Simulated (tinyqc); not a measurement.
Pariser-Parr-Pople SCF with singles CI, for the molecule O=c1cccccc1 (SMILES; centres numbered as the heavy atoms are written), step by step. Computed by tinyqc, a small Python program that keeps every step. Settings: charge = 0, gamma = Ohno, start = huckel, damping = 0.3, iteration cap = 53, excitations kept = 6. Command: `OMP_NUM_THREADS=1 python tinyqc.py 26692 26693 out.jsonl` (the two numbers bound the seeds that draw the settings). One thread of a shared host (Intel(R) Xeon(R) Processor @ 2.60GHz), about 0.01 s of CPU time with the checks. Later iterations appear only in the table of the cycle.

## PPP integrals

Centres (angstrom, eV; a flat drawing with bonds scaled to 1.40 angstrom):
```
centre,x,y,core charge z,W,gamma_rr
1O,2.637000,0.000000,1,16.500000,13.770000
2C,1.237000,0.000000,1,10.410000,11.460000
3C,0.629000,1.261000,1,10.410000,11.460000
4C,-0.736000,1.573000,1,10.410000,11.460000
5C,-1.830000,0.700000,1,10.410000,11.460000
6C,-1.830000,-0.700000,1,10.410000,11.460000
7C,-0.736000,-1.573000,1,10.410000,11.460000
8C,0.629000,-1.261000,1,10.410000,11.460000
```

Resonance integrals (eV):
```
i,j,beta
1,2,-2.800000
2,3,-2.670000
3,4,-2.670000
4,5,-2.670000
5,6,-2.670000
6,7,-2.670000
7,8,-2.670000
8,2,-2.670000
```

Ohno: gamma = 14.399645/sqrt(R^2 + a^2), a = 2 x 14.399645/(gamma_rr + gamma_ss); H_rr = -W_r - sum_(s != r) z_s gamma_rs; H_rs = beta for bonds.

repulsion gamma_rs (eV):
```
,1O,2C,3C,4C,5C,6C,7C,8C
1O,13.770000,7.971615,5.471892,3.698982,3.087818,3.087818,3.698982,5.471892
2C,7.971615,11.460000,7.654827,5.108350,4.250788,4.250788,5.108350,7.654827
3C,5.471892,7.654827,11.460000,7.653979,5.110169,4.251583,4.251105,5.110465
4C,3.698982,5.108350,7.653979,11.460000,7.655714,5.109538,4.250635,4.251105
5C,3.087818,4.250788,5.110169,7.655714,11.460000,7.654594,5.109538,4.251583
6C,3.087818,4.250788,4.251583,5.109538,7.654594,11.460000,7.655714,5.110169
7C,3.698982,5.108350,4.251105,4.250635,5.109538,7.655714,11.460000,7.653979
8C,5.471892,7.654827,5.110465,4.251105,4.251583,5.110169,7.653979,11.460000
```

core matrix H (eV):
```
,1O,2C,3C,4C,5C,6C,7C,8C
1O,-48.989000,-2.800000,0.000000,0.000000,0.000000,0.000000,0.000000,0.000000
2C,-2.800000,-52.409545,-2.670000,0.000000,0.000000,0.000000,0.000000,-2.670000
3C,0.000000,-2.670000,-49.914019,-2.670000,0.000000,0.000000,0.000000,0.000000
4C,0.000000,0.000000,-2.670000,-48.138303,-2.670000,0.000000,0.000000,0.000000
5C,0.000000,0.000000,0.000000,-2.670000,-47.530204,-2.670000,0.000000,0.000000
6C,0.000000,0.000000,0.000000,0.000000,-2.670000,-47.530204,-2.670000,0.000000
7C,0.000000,0.000000,0.000000,0.000000,0.000000,-2.670000,-48.138303,-2.670000
8C,0.000000,-2.670000,0.000000,0.000000,0.000000,0.000000,-2.670000,-49.914019
```

## Starting guess

pi electrons, sum of z_r less the charge = 8

Orbitals of the Hueckel matrix of the beta values.

P at the start:
```
,1O,2C,3C,4C,5C,6C,7C,8C
1O,1.293161,0.767428,-0.165023,-0.304260,0.206758,0.206758,-0.304260,-0.165023
2C,0.767428,0.978439,0.441664,0.039797,-0.092975,-0.092975,0.039797,0.441664
3C,-0.165023,0.441664,0.944939,0.769441,0.058841,-0.328844,-0.101678,0.246355
4C,-0.304260,0.039797,0.769441,0.963982,0.533572,0.050138,-0.122286,-0.101678
5C,0.206758,-0.092975,0.058841,0.533572,0.955279,0.740130,0.050138,-0.328844
6C,0.206758,-0.092975,-0.328844,0.050138,0.740130,0.955279,0.533572,0.058841
7C,-0.304260,0.039797,-0.101678,-0.122286,0.050138,0.533572,0.963982,0.769441
8C,-0.165023,0.441664,0.246355,-0.101678,-0.328844,0.058841,0.769441,0.944939
```

## Iteration 1: Fock matrix

F_rr = H_rr + P_rr gamma_rr / 2 + sum_(s != r) P_ss gamma_rs; F_rs = H_rs - P_rs gamma_rs / 2; E = tr P (H + F) / 2 + core repulsion sum_(r<s) z_r z_s gamma_rs.

F (eV):
```
,1O,2C,3C,4C,5C,6C,7C,8C
1O,-8.913681,-5.858819,0.451494,0.562726,-0.319215,-0.319215,0.562726,0.451494
2C,-5.858819,-4.057729,-4.360429,-0.101649,0.197609,0.197609,-0.101649,-4.360429
3C,0.451494,-4.360429,-4.685252,-5.614642,-0.150343,0.699053,0.216123,-0.629495
4C,0.562726,-0.101649,-5.614642,-5.291608,-4.712439,-0.128090,0.259896,0.216123
5C,-0.319215,0.197609,-0.150343,-4.712439,-5.440241,-5.502699,-0.128090,0.699053
6C,-0.319215,0.197609,0.699053,-0.128090,-5.502699,-5.440241,-4.712439,-0.150343
7C,0.562726,-0.101649,0.216123,0.259896,-0.128090,-4.712439,-5.291608,-5.614642
8C,0.451494,-4.360429,-0.629495,0.216123,0.699053,-0.150343,-5.614642,-4.685252
```

pi energy = -108.087494 eV

## Iteration 1: orbitals and new P

Diagonalise F (the basis is taken as orthonormal) and form P = 2 sum c c over the lowest orbitals; 0.3 of the old P is kept.

orbital energies (eV): -15.162339  -13.391358  -12.053810  -9.596403  -1.015016  -0.653036  3.524024  4.542327

P after iteration 1:
```
,1O,2C,3C,4C,5C,6C,7C,8C
1O,1.455061,0.731081,-0.153363,-0.261737,0.173135,0.173135,-0.261737,-0.153363
2C,0.731081,0.850705,0.439245,0.094703,-0.119712,-0.119712,0.094703,0.439245
3C,-0.153363,0.439245,0.932517,0.773946,0.056570,-0.322322,-0.094258,0.252634
4C,-0.261737,0.094703,0.773946,0.955406,0.533022,0.049159,-0.153556,-0.094258
5C,0.173135,-0.119712,0.056570,0.533022,0.959194,0.748039,0.049159,-0.322322
6C,0.173135,-0.119712,-0.322322,0.049159,0.748039,0.959194,0.533022,0.056570
7C,-0.261737,0.094703,-0.094258,-0.153556,0.049159,0.533022,0.955406,0.773946
8C,-0.153363,0.439245,0.252634,-0.094258,-0.322322,0.056570,0.773946,0.932517
```

## Iteration 2: Fock matrix

As before.

F (eV):
```
,1O,2C,3C,4C,5C,6C,7C,8C
1O,-8.992452,-5.713947,0.419594,0.484080,-0.267305,-0.267305,0.484080,0.419594
2C,-5.713947,-3.743549,-4.351172,-0.241889,0.254435,0.254435,-0.241889,-4.351172
3C,0.419594,-4.351172,-4.977239,-5.631884,-0.144542,0.685190,0.200351,-0.645537
4C,0.484080,-0.241889,-5.631884,-5.528757,-4.710332,-0.125589,0.326355,0.200351
5C,-0.267305,0.254435,-0.144542,-4.710332,-5.656662,-5.532966,-0.125589,0.685190
6C,-0.267305,0.254435,0.685190,-0.125589,-5.532966,-5.656662,-4.710332,-0.144542
7C,0.484080,-0.241889,0.200351,0.326355,-0.125589,-4.710332,-5.528757,-5.631884
8C,0.419594,-4.351172,-0.645537,0.200351,0.685190,-0.144542,-5.631884,-4.977239
```

pi energy = -108.498225 eV

## Iteration 2: orbitals and new P

As before.

orbital energies (eV): -15.333868  -13.395139  -12.330055  -9.714720  -1.274772  -0.685773  3.294319  4.378692

P after iteration 2:
```
,1O,2C,3C,4C,5C,6C,7C,8C
1O,1.527479,0.713042,-0.146368,-0.239454,0.155501,0.155501,-0.239454,-0.146368
2C,0.713042,0.785481,0.434819,0.118600,-0.129436,-0.129436,0.118600,0.434819
3C,-0.146368,0.434819,0.930736,0.778034,0.053966,-0.319969,-0.090261,0.256552
4C,-0.239454,0.118600,0.778034,0.951589,0.530323,0.048727,-0.166822,-0.090261
5C,0.155501,-0.129436,0.053966,0.530323,0.961195,0.753790,0.048727,-0.319969
6C,0.155501,-0.129436,-0.319969,0.048727,0.753790,0.961195,0.530323,0.053966
7C,-0.239454,0.118600,-0.090261,-0.166822,0.048727,0.530323,0.951589,0.778034
8C,-0.146368,0.434819,0.256552,-0.090261,-0.319969,0.053966,0.778034,0.930736
```

## Iteration 3: Fock matrix

As before.

F (eV):
```
,1O,2C,3C,4C,5C,6C,7C,8C
1O,-9.049166,-5.642050,0.400454,0.442868,-0.240079,-0.240079,0.442868,0.400454
2C,-5.642050,-3.589244,-4.334231,-0.302926,0.275102,0.275102,-0.302926,-4.334231
3C,0.400454,-4.334231,-5.126271,-5.647530,-0.137887,0.680188,0.191854,-0.655550
4C,0.442868,-0.302926,-5.647530,-5.627825,-4.699999,-0.124485,0.354550,0.191854
5C,-0.240079,0.275102,-0.137887,-4.699999,-5.748918,-5.554978,-0.124485,0.680188
6C,-0.240079,0.275102,0.680188,-0.124485,-5.554978,-5.748918,-4.699999,-0.137887
7C,0.442868,-0.302926,0.191854,0.354550,-0.124485,-4.699999,-5.627825,-5.647530
8C,0.400454,-4.334231,-0.655550,0.191854,0.680188,-0.137887,-5.647530,-5.126271
```

pi energy = -108.666598 eV

## Iteration 3: orbitals and new P

As before.

orbital energies (eV): -15.416264  -13.396101  -12.452924  -9.773591  -1.389849  -0.706587  3.195736  4.295141

P after iteration 3:
```
,1O,2C,3C,4C,5C,6C,7C,8C
1O,1.560832,0.704046,-0.142421,-0.227575,0.146084,0.146084,-0.227575,-0.142421
2C,0.704046,0.751512,0.431003,0.129251,-0.132761,-0.132761,0.129251,0.431003
3C,-0.142421,0.431003,0.932619,0.781279,0.052034,-0.319017,-0.088369,0.258202
4C,-0.227575,0.129251,0.781279,0.949151,0.527360,0.048900,-0.172280,-0.088369
5C,0.146084,-0.132761,0.052034,0.527360,0.962058,0.757907,0.048900,-0.319017
6C,0.146084,-0.132761,-0.319017,0.048900,0.757907,0.962058,0.527360,0.052034
7C,-0.227575,0.129251,-0.088369,-0.172280,0.048900,0.527360,0.949151,0.781279
8C,-0.142421,0.431003,0.258202,-0.088369,-0.319017,0.052034,0.781279,0.932619
```

## Convergence

Stop when output and input P, before any damping, agree to 1e-7.

Course of the cycle:
```
iteration,E (eV),largest |P(out) - P(in)|
1,-108.08749414,2.31e-01
2,-108.49822474,1.03e-01
3,-108.66659838,4.85e-02
4,-108.72944156,2.59e-02
5,-108.75198444,1.41e-02
6,-108.75997086,7.89e-03
7,-108.76282113,4.52e-03
8,-108.76386509,2.65e-03
9,-108.76426484,1.59e-03
10,-108.76442742,9.82e-04
11,-108.76449825,6.52e-04
...,...,...
32,-108.76456558,1.44e-06
33,-108.76456558,1.07e-06
34,-108.76456558,7.98e-07
35,-108.76456558,5.94e-07
36,-108.76456558,4.43e-07
37,-108.76456558,3.30e-07
38,-108.76456558,2.46e-07
39,-108.76456558,1.83e-07
40,-108.76456558,1.36e-07
41,-108.76456558,1.02e-07
42,-108.76456558,7.57e-08
```

Converged in 42 iterations.

## Converged orbitals

Charges are z - P_rr.

orbital energies (eV): -15.484857  -13.393935  -12.560044  -9.852159  -1.480460  -0.726991  3.107385  4.211368

coefficients:
```
,MO1,MO2,MO3,MO4,MO5,MO6,MO7,MO8
1O,0.265619,0.566874,0.000000,0.634967,0.000000,0.355191,0.000000,-0.280636
2C,0.373156,0.463945,0.000000,-0.020783,0.000000,-0.464845,0.000000,0.654978
3C,0.347825,0.156823,0.415289,-0.392268,0.507037,-0.144145,0.265422,-0.423995
4C,0.366641,-0.153456,0.528264,-0.185340,-0.213455,0.496869,-0.418777,0.246568
5C,0.373754,-0.428442,0.220164,0.331613,-0.444242,-0.247432,0.504160,-0.074538
6C,0.373754,-0.428442,-0.220164,0.331613,0.444242,-0.247432,-0.504160,-0.074538
7C,0.366641,-0.153456,-0.528264,-0.185340,0.213455,0.496869,0.418777,0.246568
8C,0.347825,0.156823,-0.415289,-0.392268,-0.507037,-0.144145,-0.265422,-0.423995
```

pi charges: 1O -0.590165, 2C 0.290156, 3C 0.056170, 4C 0.057223, 5C 0.036612, 6C 0.036612, 7C 0.057223, 8C 0.056170

## Singles CI, singlets

Over the 6 single excitations with the smallest orbital gaps: A = (e_a - e_i) delta + 2 (ia|jb) - (ij|ab), with (pq|rs) = sum c_mp c_mq gamma_mn c_nr c_ns. f = 2/3 w |mu|^2 in atomic units, mu = sqrt2 sum c_ia sum_m c_mi c_ma R_m.

singlet CI matrix (eV):
```
,4>5,4>6,3>5,3>6,2>5,2>6
4>5,3.889999,0.000000,0.000000,-0.761237,-0.112641,0.000000
4>6,0.000000,5.229414,0.927068,0.000000,0.000000,0.182407
3>5,0.000000,0.927068,6.408359,0.000000,0.000000,-0.715733
3>6,-0.761237,0.000000,0.000000,6.940330,0.655618,0.000000
2>5,-0.112641,0.000000,0.000000,0.655618,7.140068,0.000000
2>6,0.000000,0.182407,-0.715733,0.000000,0.000000,7.834863
```

singlet excitation energies (eV): 3.710075  4.637398  6.466154  6.689158  7.794167  8.146080

oscillator strengths: 0.123301  0.243261  0.014990  1.598454  1.118808  0.283255

## Singles CI, triplets

Over the 6 single excitations with the smallest orbital gaps: A = (e_a - e_i) delta - (ij|ab), with (pq|rs) = sum c_mp c_mq gamma_mn c_nr c_ns.

triplet CI matrix (eV):
```
,4>5,4>6,3>5,3>6,2>5,2>6
4>5,2.641463,0.000000,0.000000,-0.394140,0.867019,0.000000
4>6,0.000000,3.112456,-0.394140,0.000000,0.000000,-0.005253
3>5,0.000000,-0.394140,4.616597,0.000000,0.000000,-0.007624
3>6,-0.394140,0.000000,0.000000,5.513990,-0.007624,0.000000
2>5,0.867019,0.000000,0.000000,-0.007624,6.095272,0.000000
2>6,0.000000,-0.005253,-0.007624,0.000000,0.000000,6.552452
```

triplet excitation energies (eV): 2.389351  3.015422  4.713598  5.547989  6.313385  6.552486
